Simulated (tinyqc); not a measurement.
# MOSFET with velocity saturation and source resistance: what changes with what

Strong inversion, charge Q = Cox (Vg - m V) at channel potential V with Vg the gate overdrive, and drift velocity v = mu E/(1 + mu E/vsat). Integrating along the channel gives I = mu Cox (1/L)(Vg Vd - m Vd^2/2)/(1 + Vd/Vc) per width, Vc = vsat L/mu, which peaks at Vdsat. Units: I in uA/um, Rs in ohm um, so the drop over Rs is 1e-6 I Rs volts.

Parameters, values chosen for the exercise:
- Cox = 1.76 uF/cm^2 (gate capacitance)
- mu0 = 360 cm^2/(V s) (mobility at low gate voltage)
- th = 0.6 1/V (mobility degradation)
- vsat = 9.7e6 cm/s (saturation velocity)
- m = 1.3 (body factor)
- VT = 0.59 V (threshold)
- L = 0.05 um (channel length)
- Rs = 0 ohm um (source resistance)
- Vgs = 1.2 V (gate voltage)

Each table varies one quantity; the others keep the values above.

## Effect of the channel length

Vg = Vgs - I Rs - VT (0 if negative), mu = mu0/(1 + th Vg), Vc = vsat L/mu, x = sqrt(1 + 2 Vg/(m Vc)), Vdsat = 2 Vg/(m (1 + x)), Isat = Cox vsat Vg (x - 1)/(x + 1) per width. I = Isat is solved self-consistently; gm = dI/dVgs; Vdsat is the intrinsic value. The velocity at the source is I/(Cox Vg).

Effect of the channel length:

| L (um) | Vc (V) | Vdsat (V) | Isat (uA/um) | gm (uS/um) | velocity at the source/vsat |
|---|---|---|---|---|---|
| 0.03 | 0.1104 | 0.2299 | 531.2 | 1078 | 0.5101 |
| 0.057 | 0.2098 | 0.2810 | 417.7 | 899.0 | 0.4011 |
| 0.11 | 0.4049 | 0.3326 | 303.2 | 696.8 | 0.2912 |
| 0.2 | 0.7361 | 0.3741 | 211.0 | 513.9 | 0.2026 |
| 0.39 | 1.435 | 0.4105 | 130.3 | 335.2 | 0.1251 |
| 0.73 | 2.687 | 0.4342 | 77.85 | 208.0 | 0.07475 |
| 1.4 | 5.153 | 0.4496 | 43.53 | 119.4 | 0.04180 |
| 2.6 | 9.570 | 0.4583 | 24.35 | 67.81 | 0.02338 |
| 5 | 18.40 | 0.4634 | 12.95 | 36.38 | 0.01243 |

As L goes from 0.03 to 5 um, Isat falls from 531 to 12.9 uA/um, Vdsat rises from 0.230 to 0.463 V and gm falls from 1080 to 36.4 uS/um; the velocity at the source goes from 0.51 to 0.012 of vsat. Isat goes as L^(-0.37) between the first two rows and as L^(-0.97) between the last two. For L = 0.03 to 0.057 um the channel is so short that velocity overshoot and near-ballistic transport, left out here, matter.

## Effect of the mobility degradation

Same model as above.

Effect of the mobility degradation:

| th (1/V) | Vc (V) | Vdsat (V) | Isat (uA/um) | gm (uS/um) | velocity at the source/vsat |
|---|---|---|---|---|---|
| 0 | 0.1347 | 0.2455 | 496.5 | 1102 | 0.4768 |
| 0.2 | 0.1512 | 0.2547 | 476.2 | 1040 | 0.4572 |
| 0.4 | 0.1676 | 0.2630 | 457.8 | 985.4 | 0.4396 |
| 0.6 | 0.1840 | 0.2705 | 441.1 | 937.5 | 0.4236 |
| 0.8 | 0.2005 | 0.2774 | 425.8 | 894.9 | 0.4089 |
| 1 | 0.2169 | 0.2837 | 411.8 | 856.7 | 0.3954 |
| 1.2 | 0.2333 | 0.2896 | 398.7 | 822.1 | 0.3829 |

What does the table show?

As th goes from 0 to 1.2 1/V, Isat falls from 497 to 399 uA/um, Vdsat rises from 0.246 to 0.290 V and gm falls from 1100 to 822 uS/um; the velocity at the source goes from 0.48 to 0.38 of vsat. In every row the channel is so short that velocity overshoot and near-ballistic transport, left out here, matter.

## Effect of the gate voltage

Same model as above.

Result of one run:

| Vgs (V) | Vc (V) | Vdsat (V) | Isat (uA/um) | gm (uS/um) | velocity at the source/vsat |
|---|---|---|---|---|---|
| 1.8 | 0.2325 | 0.4653 | 1033 | 1019 | 0.5001 |

What becomes of these results when the gate voltage Vgs is changed from 1.8 to 2.33 V, all else the same?

Result of the changed run:

| Vgs (V) | Vc (V) | Vdsat (V) | Isat (uA/um) | gm (uS/um) | velocity at the source/vsat |
|---|---|---|---|---|---|
| 2.33 | 0.2754 | 0.6263 | 1581 | 1044 | 0.5321 |

The whole series:

| Vgs (V) | Vc (V) | Vdsat (V) | Isat (uA/um) | gm (uS/um) | velocity at the source/vsat |
|---|---|---|---|---|---|
| 0.74 | 0.1468 | 0.08864 | 59.37 | 622.2 | 0.2318 |
| 1 | 0.1679 | 0.1983 | 259.9 | 867.1 | 0.3713 |
| 1.27 | 0.1897 | 0.2945 | 507.3 | 953.7 | 0.4370 |
| 1.53 | 0.2107 | 0.3801 | 761.1 | 994.3 | 0.4743 |
| 1.8 | 0.2325 | 0.4653 | 1033 | 1019 | 0.5001 |
| 2.06 | 0.2535 | 0.5450 | 1300 | 1034 | 0.5180 |
| 2.33 | 0.2754 | 0.6263 | 1581 | 1044 | 0.5321 |
| 2.59 | 0.2964 | 0.7035 | 1853 | 1051 | 0.5427 |

As Vgs goes from 0.74 to 2.59 V, Isat rises from 59.4 to 1850 uA/um, Vdsat rises from 0.0886 to 0.704 V and gm rises from 622 to 1050 uS/um; the velocity at the source goes from 0.23 to 0.54 of vsat. Against the overdrive Vgs - VT the current goes with exponent 1.47 at the start and 1.14 at the end (2 for the square law). With vsat made a thousand times larger the last exponent would be 1.47, which is what th and Rs alone leave. In every row the channel is so short that velocity overshoot and near-ballistic transport, left out here, matter. For Vgs = 2.33 to 2.59 V the channel charge passes 3 uC/cm^2, near what a silicon dioxide gate withstands.

Program tinyqc, `OMP_NUM_THREADS=1 python tinyqc.py 2500151 2500152 out.jsonl`; Intel Xeon 2.30GHz, shared host, one thread, about 0.01 s.
